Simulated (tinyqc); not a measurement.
Inside a calculation: delta-doped layer in the Thomas-Fermi potential. Values are carried at full precision from step to step, so a last printed digit may differ when a step is redone from the rounded ones.

All donors ionised in the plane z = 0, zero temperature, energies from the Fermi level EF of the Thomas-Fermi model, which lies at the bulk band edge; c = hbar^2/2m0, q = e^2/(4 pi eps0). Layer in a (001) plane: two valleys with m_z = ml, m_d = mt (unprimed) and four with m_z = mt, m_d = sqrt(ml mt) (primed); m3 = (ml mt^2)^(1/3), gv = 6. With n = (gv/3 pi^2)(m3 (-V)/c)^(3/2) and V'' = -(4 pi q/eps) n for z > 0, the solution is V = -b/(|z| + z0)^4 with sqrt(b) = 20/K, K = (4 pi q/eps)(gv/3 pi^2)(m3/c)^(3/2), and z0^5 = 4b/(e F0), e F0 = 2 pi q N/eps; 1e13/cm^2 = 1e-3/angstrom^2. Exchange and correlation are left out.

Constants: hbar^2/2m0 = 3.80998211 eV angstrom^2; e^2/(4 pi eps0) = 14.39964547 eV angstrom.

Parameters, chosen for this exercise (near those of a delta-doped layer in Si; shifted at random, so the results belong to these values and not to a real crystal): ml = 0.909 m0 (longitudinal mass); mt = 0.184 m0 (transverse mass); eps = 12 (dielectric constant); N = 1.4 x 1e13/cm^2 (donor sheet density).

## The Thomas-Fermi well

Give K, b, e F0, z0 and the depth b/z0^4.

K = 0.072082 eV^(-1/2) angstrom^-2
b = 76985 eV angstrom^4
e F0 = 0.010555 eV/angstrom
z0 = 31.12 angstrom
depth = 0.0821 eV

Half of the electrons lie within |z| < (2^(1/5) - 1) z0 = 4.6 angstrom. The mean donor spacing in the plane is 26.7 angstrom, against a Bohr radius 0.529177 eps/m3 = 20.3 angstrom: the spacing is not small against it, so the smeared sheet is a crude model.

## Profile

V = -b/(|z| + z0)^4, n and the share of electrons beyond |z|, (z0/(|z| + z0))^5, at z = 0, 0.1, 0.25, 0.5, 1 and 2 times z0; n = (eps/(4 pi q)) 20 b/(|z| + z0)^6, q = e^2/(4 pi eps0), 1/angstrom^3 = 1e24/cm^3.

Profile:
```
z (angstrom)   V (eV)  n (1e19/cm^3)  share beyond
0.0           -0.0821           11.2         1.000
3.1           -0.0561           6.35         0.621
7.8           -0.0336           2.95         0.328
15.6          -0.0162          0.987         0.132
31.1          -0.0051          0.176         0.031
62.2          -0.0010         0.0154         0.004
```

## Subbands

Subbands solve -(c/m_z) psi'' + V psi = E psi on 1280 points of spacing z0/80; up to ten levels for each group, kept if bound with an rms width below 2.5 z0.

List the bound levels with their rms width.

Subbands:
```
label  valleys g  m_d (m0)   E (eV)  rms z (angstrom)
0              2    0.1840  -0.0305              10.9
0'             4    0.4090  -0.0153              28.7
1              2    0.1840  -0.0013              59.1
```

The lowest level lies 63 % of the way up the well, and 0' follows 15 meV higher.

## Filling the subbands

At zero temperature n_i = g m_d (mu - E_i)/(2 pi c) for E_i < mu, c = hbar^2/2m0; find mu from sum n_i = N (1e13/cm^2 = 1e-3/angstrom^2).

mu = -0.0014 eV

n_i in the order of the list (1e13/cm^2): [0.448, 0.952, 0.000]

2 subbands filled in part, the lowest with 32 % of the electrons. The potential was built for a Fermi level at 0; filling its quantised levels puts mu 1.6 % of the depth below that; with so few subbands the Thomas-Fermi picture is crude, and a close match would be chance. The fullest is 0', with 68 %.

## Estimate from a V-shaped well

Near z = 0 the well is -depth + e F0 |z|, whose levels are a (c (e F0)^2/m_z)^(1/3) with a = 1.018793 (even) and 2.338107 (odd); c = hbar^2/2m0, m_z = ml, for the unprimed levels.

levels 0 and 1 (eV): [-0.0031, 0.0993]

Level 0 comes out 27 meV too high, since screening flattens the true well away from the plane, and level 1 lands above the rim at 0.

## Checks

- Integral of the Thomas-Fermi density against N, 1e13/cm^2: both 1.400.
- Lowest level on a finer grid (z0/200), eV: both -0.030.

Program tinyqc; command `OMP_NUM_THREADS=1 python tinyqc.py 1281059 1281060 out.jsonl`; about 0.1 s on one thread of a shared Intel(R) Xeon(R) Processor @ 2.30GHz.
